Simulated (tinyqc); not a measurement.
Contact resistivity and sheet resistance from two contact lengths.

Problem. Rc = [sqrt(rc Rsh)/Wc] coth(Lc/(2 LT)), LT = sqrt(rc/Rsh), Wc = 90 nm; the second contact is twice as long as the first. Find LT, rc and Rsh.

Rc for Lc = 29 and 58 nm (ohm): 393.468639  211.899640

Answer. With t = tanh(Lc/(2 LT)) for the shorter contact, the resistance of the longer over that of the shorter is (1 + t^2)/2. Then sqrt(rc Rsh) = Rc t Wc, and rc and Rsh follow by multiplying and dividing by LT.

LT = 50.9 nm
rc = 5.00e-9 ohm cm^2
Rsh = 193 ohm

Numbers from tinyqc (`OMP_NUM_THREADS=1 python tinyqc.py 2170172 2170173 out.jsonl`; about 0.04 s on one thread of a shared Intel Xeon 2.30GHz).
